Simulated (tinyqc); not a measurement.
Inside a calculation. Method: coherent transport through a tight-binding region between two chains. Computed by tinyqc, a small Python program that keeps every step. Settings: temperature = 77, mu = 0.46. Command: `OMP_NUM_THREADS=1 python tinyqc.py 24794 24795 out.jsonl` (the two numbers bound the seeds that draw the settings). One thread of a shared host (Intel(R) Xeon(R) Processor @ 2.60GHz), about 0.07 s of CPU time with the checks.

## Transmission at E = -0.96 eV

H of the central region (eV), lower triangle:
```
           1          2         3
1   0.000000
2  -1.700000   0.000000
3   0.000000  -1.080000  0.000000
```

Leads: semi-infinite chains with site energy 0:
```
parameter                           value
lead hopping t (eV)              1.320000
coupling to the left lead (eV)   1.060000
coupling to the right lead (eV)  0.230000
left contact site                       1
right contact site                      3
```

E = -0.960000 eV

Surface Green function g = (E - i sqrt(4 t^2 - E^2)) / (2 t^2); self-energy tc^2 g on each contact site; G = (E - H - Sigma)^(-1); Gamma = -2 Im Sigma; T = Gamma_L Gamma_R |G_LR|^2; local density of states -Im G_ii / pi.

g = -0.275482-0.705713i 1/eV

G (1/eV), lower triangle:
```
                     1                   2                    3
1  -0.086298-0.020774i
2   0.545526+0.032304i  0.223801-0.242092i
3   0.620751+0.061414i  0.266163-0.266041i  -0.740520-0.333151i
```

local density of states (1/eV): 0.006612  0.077060  0.106045

transmission = 0.046073

## Transmission across the band

The same steps on a grid of energies.

T(E):
```
E (eV)              T
-2.50800000  0.011842
-2.25720000  0.038204
-2.00640000  0.031700
-1.75560000  0.027785
-1.50480000  0.028381
-1.25400000  0.033009
-1.00320000  0.043389
-0.75240000  0.065222
-0.50160000  0.115166
-0.25080000  0.236242
0.00000000   0.374212
0.25080000   0.236242
0.50160000   0.115166
0.75240000   0.065222
1.00320000   0.043389
1.25400000   0.033009
1.50480000   0.028381
1.75560000   0.027785
2.00640000   0.031700
2.25720000   0.038204
2.50800000   0.011842
```

levels of the isolated region (eV): -2.014051  0.000000  2.014051

## Current

I = (2e/h) int T(E) [f(E - mu - V/2) - f(E - mu + V/2)] dE at 77 K with mu = 0.46 eV, the bias not changing H; 2e^2/h = 77.48092 microsiemens; the integral runs over the band on 4001 points.

Current:
```
V (volt)  I (microampere)
0.010000         0.099811
0.050000         0.499556
0.100000         1.002240
0.200000         2.029531
0.400000         4.258857
0.800000         9.914394
```
